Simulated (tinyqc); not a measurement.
What moves the results: phonon-assisted absorption at an indirect gap. A value that a table varies takes the place of the one given here.

alpha(E) = sum_j A_j [N_j (E - Eg + w_j)^2 + (N_j + 1)(E - Eg - w_j)^2], each bracket counted only where its base is positive; N_j = 1/(exp(w_j/kB T) - 1). The first term absorbs a phonon and the second emits one; excitons and direct transitions are left out.

Photodiode (Gaertner form with a dead layer): QE = (1 - R) exp(-alpha xj) [1 - exp(-alpha W)/(1 + alpha L)], R = ((nr - 1)/(nr + 1))^2; responsivity = QE/E in A/W for E in eV.

Constants: kB = 8.617333262e-05 eV/K.

Parameters, chosen for this exercise (loosely those of AlAs at room temperature; Eg is not tied to T; the results hold for these values, not for the real material):
- Eg = 2.129 eV (indirect gap, held fixed unless listed)
- w = (43.4, 13.1) meV (two zone-edge phonons)
- A = (4300, 310) 1/(cm eV^2) (their strengths)
- T = 200 K
- nr = 3.12 (refractive index)
- xj = 0.33 micrometre (dead layer at the surface)
- W = 5.4 micrometre (depleted width)
- L = 150 micrometre (minority diffusion length below it)
- E = 2.278 eV (photon energy)

## The square root of alpha at three temperatures

The gap is held fixed, so only the phonon occupations change.

sqrt(alpha) (1/cm^(1/2)):
```
E - Eg (eV)   150 K   450 K   600 K
-0.04         0.042   0.155   0.194
-0.02         0.291   1.068   1.338
0.00          0.568   2.015   2.519
0.02          0.917   3.046   3.793
0.04          1.389   4.178   5.175
0.07          2.818   6.337   7.702
0.10          4.837   9.020  10.757
0.15          8.381  13.832  16.214
0.20         11.978  18.786  21.831
0.30         19.209  28.825  33.218
0.45         30.084  43.989  50.423
0.60         40.969  59.191  67.677
```

Below the gap only phonon absorption acts: at E - Eg = -0.02 eV sqrt(alpha) is 0.291, 1.068 and 1.338 at 150, 450 and 600 K. A straight line through the last two rows meets the axis at E - Eg = +0.0354, +0.0160 and +0.0116 eV: the intercept is roughly a weighted mean of the thresholds, not the gap, and it moves from the emission side towards Eg as the occupations grow. At the last row alpha grows by a factor 2.73 from the lowest to the highest temperature at fixed gap.

## Spectral response

Response:
```
E (eV)  wavelength (nm)  alpha (1/cm)  1/alpha (micrometre)  dead layer  collected     QE    A/W
2.15                577          1.92              5.22e+03       1.000      0.029  0.021  0.010
2.19                566          8.39              1.19e+03       1.000      0.116  0.085  0.039
2.25                551          50.0                   200       0.998      0.444  0.326  0.145
2.33                532           172                  58.2       0.994      0.745  0.545  0.234
2.43                510           430                  23.2       0.986      0.894  0.648  0.267
2.58                481      1.04e+03                  9.62       0.966      0.966  0.686  0.266
2.78                446      2.27e+03                  4.41       0.928      0.992  0.677  0.243
3.03                409      4.46e+03                  2.24       0.863      0.999  0.634  0.209
3.33                372      8.07e+03                  1.24       0.766      1.000  0.563  0.169
3.73                332      1.45e+04                 0.688       0.619      1.000  0.455  0.122
```

QE is highest, 0.686, at 2.58 eV of those listed and the responsivity at 2.43 eV; reflection alone caps QE at 0.735. Near the gap weak absorption limits it (collected share 0.029); at the top the dead layer passes 0.619. Far above the gap the quadratic law and a constant index are only rough; in the real crystal direct transitions take over near 3 eV, so the rows above that understate alpha.

## What moves the response

At the energy E. Each row changes one parameter from the base and keeps the others.

Results:
```
case                  alpha (1/cm)      QE
base                         84.02  0.4232
Eg = 2.109 eV                114.0  0.4783
T = 250 K                    102.1  0.4589
W = 10.8 micrometre          84.02  0.4369
L = 75 micrometre            84.02  0.3034
xj = 0.66 micrometre         84.02  0.4220
nr = 3.28                    84.02  0.4123
```

The largest shifts from the base row, up to three for each result and ties (the steps differ in size, so this ranks the rows, not the parameters). alpha (1/cm): Eg +30.0, T +18.1; unchanged at the printed digits by W, L, xj and nr. QE: L -0.1198, Eg +0.0551, T +0.0357.

Program tinyqc; command `OMP_NUM_THREADS=1 python tinyqc.py 1652455 1652456 out.jsonl`; about 0.01 s on one thread of a shared Intel(R) Xeon(R) Processor @ 2.30GHz.
